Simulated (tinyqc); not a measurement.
Comparisons within one model: spherical quantum dot. A value that a table varies takes the place of the one given here.

A sphere of radius R, isotropic masses, c = hbar^2/2m0, k = sqrt(mw E/c), kappa = sqrt(mb (V0 - E)/c). State n l is the spherical Bessel function j_l(k r) inside and k_l(kappa r) outside; psi and psi'/m are continuous: (k/mw) j_l'(kR)/j_l(kR) = (kappa/mb) k_l'(kappa R)/k_l(kappa R). For l = 0 this reads kR cot(kR) = 1 - (mw/mb)(1 + kappa R).

With hard walls E = c (x/R)^2/mw, x a zero of j_l: 1s 3.141593; 2s 6.283185; 1p 4.493409; 2p 7.725252; 1d 5.763459; 2d 9.095011; 1f 6.987932; 2f 10.417119.

Constants: hbar^2/2m0 = 3.80998211 eV angstrom^2.

Parameters, chosen for this exercise (near those of a GaAs dot in AlGaAs; shifted at random, so the results belong to these values and not to a real crystal): V0 = 0.17 eV (barrier height); mw = 0.0688 m0 (mass inside); mb = 0.0844 m0 (mass outside); Rs = (47, 66, 93, 133, 186, 266, 372) angstrom (radii); R = 133 angstrom (radius).

## Radius

The two lowest states against R; a dash marks an unbound state.

Levels (eV):

| R (angstrom) | 1s | 1p | 1s, hard walls | flat well of width 2R |
|---|---|---|---|---|
| 47 | 0.1100 | - | 0.2474 | 0.0301 |
| 66 | 0.0704 | 0.1381 | 0.1255 | 0.0184 |
| 93 | 0.0418 | 0.0845 | 0.0632 | 0.0107 |
| 133 | 0.0231 | 0.0471 | 0.0309 | 0.0058 |
| 186 | 0.0128 | 0.0262 | 0.0158 | 0.0032 |
| 266 | 0.0067 | 0.0136 | 0.0077 | 0.0017 |
| 372 | 0.0036 | 0.0073 | 0.0039 | 0.0009 |

What does this show?

The lowest state is bound at every radius listed. 1p becomes bound between 47 and 66 angstrom. At the largest radius the level is 0.90 of the hard-wall value and 4.00 times that of the flat well (the hard-wall ratio is 4.00); the exponent d ln E/d ln R between the last two radii is -1.88.

## Shape and dimension

Lowest level with hard walls: film c (pi/2R)^2/mw, cylinder c (2.404826/R)^2/mw, sphere c (pi/R)^2/mw, square or cube of side a: 2 or 3 times c (pi/a)^2/mw; c = hbar^2/2m0. Finite barriers V0 with outer mass mb and psi, psi'/m continuous for film, cylinder and sphere (not separable for the square and the cube: dash).

Lowest level (eV):

| shape | hard walls | finite barrier |
|---|---|---|
| film, width 2R | 0.0077 | 0.0058 |
| cylinder, radius R | 0.0181 | 0.0136 |
| square wire of equal area | 0.0197 | - |
| sphere, radius R | 0.0309 | 0.0231 |
| cube of equal volume | 0.0357 | - |

How do the results move?

With hard walls the levels of film, cylinder and sphere stand as 1 : 2.34 : 4.00; with the finite barrier as 1 : 2.33 : 3.96. The square lies 8.6 % above the circle of equal area and the cube 15.5 % above the sphere of equal volume: round shapes give the lowest level for a given size.

## What each parameter does

The lowest level 1s and its distance to V0. Each row changes one parameter from the base and keeps the others.

Results:

| case | E (eV) | V0 - E (eV) | k R |
|---|---|---|---|
| base | 0.0231 | 0.1469 | 2.7165 |
| R = 146 angstrom | 0.0197 | 0.1503 | 2.7511 |
| V0 = 0.204 eV | 0.0237 | 0.1803 | 2.7503 |
| mw = 0.0757 m0 | 0.0216 | 0.1484 | 2.7536 |
| mb = 0.0675 m0 | 0.0239 | 0.1461 | 2.7617 |

What does this show?

The largest shifts from the base row, up to three for each result and ties (the steps differ in size, so this ranks the rows, not the parameters). E (eV): R -0.0034, mw -0.0015, mb +0.0008. V0 - E (eV): V0 +0.0334, R +0.0034, mw +0.0015. k R: mb +0.0453, mw +0.0371, R +0.0346.

Run: tinyqc, `OMP_NUM_THREADS=1 python tinyqc.py 1250971 1250972 out.jsonl`; Intel(R) Xeon(R) Processor @ 2.30GHz, one thread, shared host; about 0.04 s of CPU time with all checks.
